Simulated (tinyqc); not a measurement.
Inside a calculation. Model: bandgap voltage reference from two bipolar transistors.

Computed by the program tinyqc: `OMP_NUM_THREADS=1 python tinyqc.py 2062056 2062057 out.jsonl`, one thread of a shared Intel Xeon 2.30GHz, about 0.03 s for the whole run. Printed values are rounded.

Two transistors of area 1 and N carry the same current I. Is(T) = Is (T/T0)^eta exp[(Vg0 q/kB)(1/T0 - 1/T)], VBE1 = Vt ln(I/Is(T)) + I rb, VBE2 = Vt ln(I/(N Is(T))) + I rb/N. The amplifier forces I R1(T) = VBE1 - VBE2 + Vos, with R(T) = R (1 + tc (T - T0)) for both resistors, and the output is Vref = VBE1 + I R2(T). Base currents and the Early effect are neglected.

Parameters, values chosen for the exercise; values of the order met in silicon bipolar transistors:
- T0 = 300 K (reference temperature)
- Vg0 = 1.174 V (band-gap voltage extrapolated to 0 K)
- eta = 3.1 (temperature exponent of the saturation current)
- Is = 3.6e-18 A (saturation current of the unit transistor at T0)
- N = 10 (area ratio of the second transistor)
- R1 = 3.7 kohm (resistor across which the difference of VBE falls, at T0)
- tc = 0 ppm/K (temperature coefficient of both resistors)
- Vos = 0 mV (offset of the amplifier)
- rb = 0 ohm (series resistance of the unit transistor)
- R2 = 28.06 kohm (output resistor at T0)
- T = 253 K (temperature)

Constants: q = 1.602176634e-19 C, kB = 1.380649e-23 J/K. Results are converted to the units shown.

## Operating point at the reference temperature

Vt = kB T/q; I = (Vt ln N + Vos)/(R1(T) - rb (1 - 1/N)). Evaluate at T = T0.

Vt = 0.0258520 V
I = 16.0882 uA
Is(T) = 3.6e-18 A
VBE1 = 0.753022 V
I R2 = 0.451436 V
Vref = 1.20446 V

## Operating point at another temperature

Vt = kB T/q; I = (Vt ln N + Vos)/(R1(T) - rb (1 - 1/N)).

Vt = 0.0218019 V
I = 13.5677 uA
Is(T) = 4.60328e-22 A
VBE1 = 0.826776 V
I R2 = 0.380711 V
Vref = 1.20749 V

From T0 to T, VBE1 changes by 73.8 mV and I R2 by -70.7 mV, which leaves 3.03 mV in Vref.

## Resistor for zero slope at T0, ideal case

With tc = 0, Vos = 0 and rb = 0 the current is proportional to T, dVBE/dT = (VBE - Vg0 - (eta - 1) Vt)/T, and Vref has zero slope at T0 when Vref = Vg0 + (eta - 1) Vt0. Find VBE1, its slope, that Vref, R2/R1 and the curvature d2Vref/dT2 = -(eta - 1) kB/(q T0).

VBE1 = 0.753022 V
dVBE/dT = -1.58423 mV/K
Vref = 1.22829 V
R2/R1 = 7.98414
curvature = -0.603213 uV/K^2
